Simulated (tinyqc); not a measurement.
What moves the results: six-band hole subbands of a thin body in a field. A value that a table varies takes the place of the one given here.

Basis X, Y, Z times spin, hole energies counted downwards from the unstrained edge (the hydrostatic shift is left out), c = hbar^2/2m0. For a symmetric tensor T let C(T) have C_XX = L Txx + M (Tyy + Tzz), C_XY = N Txy (cyclic), L = c (g1 + 4 g2), M = c (g1 - 2 g2), N = 6 c g3. k = q + kz n, n the unit normal, q = k1 u + k2 v with u along the channel [1-10] and v = n x u. H = C(k k^T) + (Dso/3)(1 - L.sigma) - B + e F z with (L_k)_ij = -i epsilon_kij; B is the block C built from the traceless strain with 2b, -b and sqrt(3) d in place of L, M, N. Strain: exx = eyy = (s11 + s12) sx/2, ezz = s12 sx, exy = -s44 sx/4. Hard walls at z = 0 and t; basis sin(j pi z/t), j = 1 to Nz: kz^2 = (j pi/t)^2, kz = -i D with D_jl = 4 j l/(t (j^2 - l^2)), z_jj = t/2 and z_jl = -8 t j l/(pi (j^2 - l^2))^2 for j + l odd; 1 MV/cm = 0.01 eV/angstrom.

Nz = 14. E1 is the top subband at q = 0, gap the distance to the next pair, and the masses are c q^2/(E(q) - E1) at |q| = 0.02 1/angstrom (mean of the spin pair) along the channel [1-10] and across it in the plane; a dash marks a band that does not rise.

Constants: hbar^2/2m0 = 3.80998211 eV angstrom^2.

Inputs chosen for the exercise (near those of a p-type Si channel; shifted at random, so the results belong to these values and not to a real crystal):

| symbol | value | unit | meaning |
|---|---|---|---|
| g1 | 4.3 |  | Luttinger gamma1 |
| g2 | 0.34 |  | gamma2 |
| g3 | 1.45 |  | gamma3 |
| Dso | 0.045 | eV | spin-orbit splitting |
| b | -2.13 | eV | tetragonal potential |
| d | -4.83 | eV | trigonal potential |
| S | (7.68, -2.18, 12.39) | 1/TPa | compliances s11, s12, s44 |
| face | 111 |  | surface |
| t | 80 | angstrom | body thickness |
| F | 0.2 | MV/cm | field across the body |
| sx | -1 | GPa | stress along the channel [1-10], negative in compression |

## Stress along the channel

Each row has its own sx.

Results:

| sx (GPa) | E1 (meV) | gap (meV) | m channel | m across |
|---|---|---|---|---|
| -3.0 | -31.4 | 49.0 | 0.124 | 1.187 |
| -2.0 | 4.2 | 49.0 | 0.128 | 1.092 |
| -1.0 | 38.9 | 48.9 | 0.139 | 0.849 |
| -0.5 | 54.6 | 36.8 | 0.159 | 0.589 |
| 0.0 | 64.9 | 24.1 | 0.267 | 0.272 |
| 0.5 | 63.0 | 34.6 | 0.469 | 0.166 |
| 1.0 | 55.6 | 47.8 | 0.518 | 0.155 |

What can be read from the table?

Under 2 GPa of compression the channel mass goes from 0.267 to 0.128 m0, the mass across from 0.272 to 1.092; the gap to the next subband is 49, 24 and 48 meV at -2, 0 and +1 GPa. The lightest channel mass of the table, 0.124 m0, is at -3.0 GPa.

## Surface orientation and number of bands

Three faces, six bands; and four bands, with Dso set to 1000 eV.

Results:

| case | E1 (meV) | gap (meV) | m channel | m across |
|---|---|---|---|---|
| (001) 6 bands | 62.4 | 50.5 | 0.161 | 1.831 |
| (001) 4 bands | 73.0 | 43.6 | 0.194 | 0.572 |
| (110) 6 bands | 14.9 | 28.8 | 0.115 | 0.277 |
| (110) 4 bands | 54.7 | 53.4 | 0.148 | 0.303 |
| (111) 6 bands | 38.9 | 48.9 | 0.139 | 0.849 |
| (111) 4 bands | 53.1 | 48.6 | 0.170 | 0.223 |

What can be read from the table?

With six bands the top subband is shallowest on (110) (14.9 meV) and deepest on (001). Without the stress E1 would be 89.4, 50.1 and 64.9 meV, so the stress moves it by -27.0, -35.2 and -26.0 meV. The lightest channel mass is on (110) (0.115 m0). Dropping the split-off band moves E1 by 10.6, 39.9 and 14.3 meV and the gap by -6.9, 24.6 and -0.3 meV on the three faces, with Dso = 45 meV.

## What each parameter does

Six bands. Each row changes one parameter from the base and keeps the others.

Results:

| case | E1 (meV) | gap (meV) | m channel (m0) | m across (m0) |
|---|---|---|---|---|
| base | 38.9 | 48.9 | 0.139 | 0.849 |
| t = 90 angstrom | 38.8 | 48.6 | 0.139 | 0.848 |
| F = 0.5 MV/cm | 93.7 | 61.5 | 0.145 | 0.867 |
| sx = -1.5 GPa | 21.8 | 49.0 | 0.132 | 1.002 |
| g3 = 1.35 | 41.7 | 51.5 | 0.138 | 0.589 |
| g2 = 0.39 | 38.9 | 48.9 | 0.137 | 0.788 |
| Dso = 0.068 eV | 41.7 | 48.9 | 0.143 | 0.656 |
| d = -3.86 eV | 43.6 | 48.8 | 0.142 | 0.793 |

How do the results move?

The largest shifts from the base row, up to three for each result and ties (the steps differ in size, so this ranks the rows, not the parameters). E1 (meV): F +54.9, sx -17.1, d +4.8; unchanged at the printed digits by g2. gap (meV): F +12.5, g3 +2.5, t -0.4; unchanged at the printed digits by g2 and Dso. m channel (m0): sx -0.007, F +0.006, Dso +0.004; unchanged at the printed digits by t. m across (m0): g3 -0.260, Dso -0.194, sx +0.152.

tinyqc: `OMP_NUM_THREADS=1 python tinyqc.py 1282414 1282415 out.jsonl`; about 0.4 s, one thread, shared Intel(R) Xeon(R) Processor @ 2.30GHz.
